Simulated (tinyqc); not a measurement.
## Electron mobility in a silicon inversion layer, empirical terms and Matthiessen rule: effect of the reverse body bias

Inversion layer of sheet density Ns on a uniformly doped body. The mobility terms are empirical power laws with prefactors chosen for the exercise; adding their inverses (Matthiessen) is itself an approximation.

ni = sqrt(Nc Nv) exp(-Eg/(2 Vt)), Eg in volts; Ndep = sqrt(2 eps0 eps_r Nb (2 Vt ln(Nb/ni) + Vsb)/q); E = q (Ndep + eta Ns)/(eps0 eps_r), in MV/cm. With t = T/(300 K): muC = Ac (Ns/1e12 cm^-2) t/(Nb/1e17 cm^-3 + Nit/1e11 cm^-2), muP = Ap E^(-1/3) t^(-1.75), muS = As E^(-gs); 1/mu is the sum of the inverses.

Parameters, values chosen for the exercise; material values close to those of silicon: temperature T = 300 K; band gap Eg = 1.13 eV; relative permittivity of the semiconductor eps_r = 11.9; conduction-band density of states at T Nc = 2.83e19 cm^-3; valence-band density of states at T Nv = 2.64e19 cm^-3; body doping Nb = 5.3e17 cm^-3; weight of the inversion charge in the effective field eta = 0.5; phonon-limited mobility at 1 MV/cm and 300 K Ap = 449 cm^2/(V s); roughness-limited mobility at 1 MV/cm As = 929 cm^2/(V s); exponent of the roughness term gs = 2; Coulomb prefactor Ac = 2500 cm^2/(V s); charge at the interface Nit = 3.2e11 cm^-2; inversion density Ns = 1.3e12 cm^-2.

Constants: q = 1.602176634e-19 C, kB = 1.380649e-23 J/K, Vt = kB T/q, eps0 = 8.8541878128e-14 F/cm where lengths are in cm. Results are converted to the units shown.

The same in every row: muC (cm^2/(V s)) = 382.35.

Effect of the reverse body bias:
```
Vsb (V)  E (MV/cm)  muP (cm^2/(V s))  muS (cm^2/(V s))  mu (cm^2/(V s))
0          0.48520            571.40            3946.1           216.50
0.4        0.56117            544.35            2950.0           208.71
0.8        0.62631            524.79            2368.3           202.30
1.2        0.68424            509.54            1984.2           196.78
1.6        0.73694            497.09            1710.6           191.88
2          0.78560            486.61            1505.3           187.45
2.4        0.83104            477.57            1345.2           183.39
```

As Vsb goes from 0 to 2.4 V, E rises from 0.485 to 0.831 MV/cm and mu falls from 217 to 183 cm^2/(V s). The Coulomb term is the smallest in the first and the last row.

tinyqc, about 0.03 s, one thread, Intel Xeon 2.30GHz (shared host): `OMP_NUM_THREADS=1 python tinyqc.py 2510080 2510081 out.jsonl`
